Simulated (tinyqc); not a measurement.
Inputs raised by 5 %, one at a time: hydrogen passivation and dissociation of interface defects with a spread of activation energies. Computed by tinyqc, a small Python program. Command: `OMP_NUM_THREADS=1 python tinyqc.py 3028162 3028163 out.jsonl passivation sens`. One thread of a shared host (Intel(R) Xeon(R) Processor @ 2.30GHz), about 0.02 s of CPU time with the checks.

Active defects P react as P + H2 -> HP + H and HP -> P + H; released atomic hydrogen is removed. All defects start active. Activation energies are normally distributed, independently for the two reactions.

Inputs (values chosen for the exercise, for a model interface): defect density N_0 = 4.1e+12 cm^-2; mean passivation energy E_f = 1.48 eV; spread s_f = 0.037 eV; prefactor k_f0 = 1e-08 cm^3/s; mean dissociation energy E_d = 2.65 eV; spread s_d = 0.087 eV; prefactor k_d0 = 4.4e+12 1/s; dissolved hydrogen [H2] = 2.6e+18 cm^-3; anneal temperature T = 690 K; anneal time t = 410 s.

Ambient: hydrogen.

Constants: k_B = 8.617333262e-05 eV/K.

Method. a = k_f0 [H2] exp(-E_f/k_B T), b = k_d0 exp(-E_d/k_B T); the active share of one kind of site is b/(a + b) + (a/(a + b)) exp(-(a + b) t). Full average: z from -5 to 5 in steps of 0.125 with normalised weights exp(-z^2/2), energy = mean + spread x z, over both energies.

Runs:
```
input moved                           from        to  active share  active share, single energy  dissociation rate b (1/s)  passivation rate a (1/s)
base run                                 -         -    1.7055e-06                   4.8169e-07                 1.9399e-07                    0.4027
mean passivation energy E_f (eV)      1.48     1.554    1.1545e-05                   1.6721e-06                 1.9399e-07                    0.1160
spread s_f (eV)                      0.037   0.03885    1.7415e-06                   4.8169e-07                 1.9399e-07                    0.4027
mean dissociation energy E_d (eV)     2.65    2.7825    1.8434e-07                   5.1878e-08                 2.0893e-08                    0.4027
spread s_d (eV)                      0.087   0.09135    1.9031e-06                   4.8169e-07                 1.9399e-07                    0.4027
dissolved hydrogen [H2] (cm^-3)    2.6e+18  2.73e+18    1.6240e-06                   4.5875e-07                 1.9399e-07                    0.4229
anneal temperature T (K)               690     724.5    3.8688e-06                   1.2294e-06                 1.6199e-06                    1.3176
prefactor k_f0 (cm^3/s)              1e-08  1.05e-08    1.6240e-06                   4.5875e-07                 1.9399e-07                    0.4229
```

Exponents ln(y'/y) / ln(x'/x):
```
input                         active share  active share, single energy  dissociation rate b  passivation rate a
mean passivation energy E_f         39.196                       25.508                0.000             -25.508
spread s_f                           0.428                        0.000                0.000               0.000
mean dissociation energy E_d       -45.600                      -45.673              -45.673               0.000
spread s_d                           2.247                        0.000                0.000               0.000
dissolved hydrogen [H2]             -1.003                       -1.000                0.000               1.000
anneal temperature T                16.788                       19.205               43.498              24.293
prefactor k_f0                      -1.003                       -1.000                0.000               1.000
```

Among the inputs moved here: active share answers most in size to mean dissociation energy E_d (exponent -45.600), next to mean passivation energy E_f (+39.196). Active share, single energy answers most in size to mean dissociation energy E_d (exponent -45.673), next to mean passivation energy E_f (+25.508); its exponent is below 0.0005 for spread s_f, spread s_d. Dissociation rate b answers most in size to mean dissociation energy E_d (exponent -45.673), next to anneal temperature T (+43.498); its exponent is below 0.0005 for mean passivation energy E_f, spread s_f, spread s_d, dissolved hydrogen [H2], prefactor k_f0. Passivation rate a answers most in size to mean passivation energy E_f (exponent -25.508), next to anneal temperature T (+24.293); its exponent is below 0.0005 for spread s_f, mean dissociation energy E_d, spread s_d. Its exponent +1.000 in dissolved hydrogen [H2]: first order in [H2].
